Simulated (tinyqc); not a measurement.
## Bulk transistor, scale length and short-channel effects: effect of the drain voltage

A gate, an insulator of thickness ti and a depleted layer of depth ts on a conducting body. Below threshold the potential that source and drain add obeys Laplace's equation and vanishes on the gate and at the bottom of the depleted layer. Its lowest mode decays along the channel as exp(-k y); k is the smallest positive root of the matching condition at the interface, and the scale length is Lambda = pi/k.

k is the smallest positive root of f(k) = eps_r sin(k ti) cos(k ts) + ei cos(k ti) sin(k ts). Along the channel psi(y) = s + a exp(y/l) + b exp(-y/l) with psi(0) = Vbi, psi(L) = Vbi + Vds and l = 1/k = Lambda/pi; with A = Vbi - s, B = A + Vds, x = exp(-L/l): a = (B - A x) x/(1 - x^2), b = (A - B x)/(1 - x^2). The minimum is s + 2 sqrt(a b), at y = (l/2) ln(b/a). The long-channel potential follows the gate as s = sT + (Vg - VTL)/m, and the threshold VT is the gate voltage at which the minimum equals sT. Swing = m Vt ln 10/g at threshold, g = d(minimum)/ds = 1 - (b x + a)/((1 + x) sqrt(a b)). DIBL = [VT(0.05 V) - VT(Vds)]/(Vds - 0.05 V). sT and Vbi are held fixed; m = 1 + eps_r ti/(ei ts) in each row.

Values chosen for this exercise; permittivities: semiconductor made up, insulator close to that of silicon dioxide: temperature T = 250 K; relative permittivity of the semiconductor eps_r = 14.6; relative permittivity of the insulator ei = 3.81; insulator thickness ti = 2 nm; depletion depth ts = 23 nm; channel length L = 75 nm; potential of the source Vbi = 0.86 V; potential of the barrier top at threshold sT = 0.41 V.

Constants: q = 1.602176634e-19 C, kB = 1.380649e-23 J/K, Vt = kB T/q. Results are converted to the units shown.

The same in every row: Lambda (nm) = 29.50; L/Lambda = 2.543.

Result of one run:

| VT - VTL at Vds (mV) | DIBL (mV/V) | swing (mV/decade) |
|---|---|---|
| -42.90 | 17.81 | 69.15 |

Which drain voltage Vds gave this result: 0.2, 0.5, 0.65, 0.8 or 1.1 V?

Vds = 1.1 V.

The whole series:

| Vds (V) | VT - VTL at Vds (mV) | DIBL (mV/V) | swing (mV/decade) |
|---|---|---|---|
| 0.2 | -27.60 | 22.71 | 68.71 |
| 0.35 | -30.65 | 21.51 | 68.77 |
| 0.5 | -33.43 | 20.53 | 68.84 |
| 0.65 | -36.01 | 19.70 | 68.91 |
| 0.8 | -38.43 | 18.99 | 68.99 |
| 0.95 | -40.72 | 18.36 | 69.07 |
| 1.1 | -42.90 | 17.81 | 69.15 |

As Vds goes from 0.2 to 1.1 V, Lambda stays at 29.5 nm, DIBL falls from 22.7 to 17.8 mV/V and the swing rises from 68.7 to 69.1 mV a decade.

Computed by the program tinyqc: `OMP_NUM_THREADS=1 python tinyqc.py 2420102 2420103 out.jsonl`, one thread of a shared Intel Xeon 2.30GHz, about 0.01 s for the whole run.
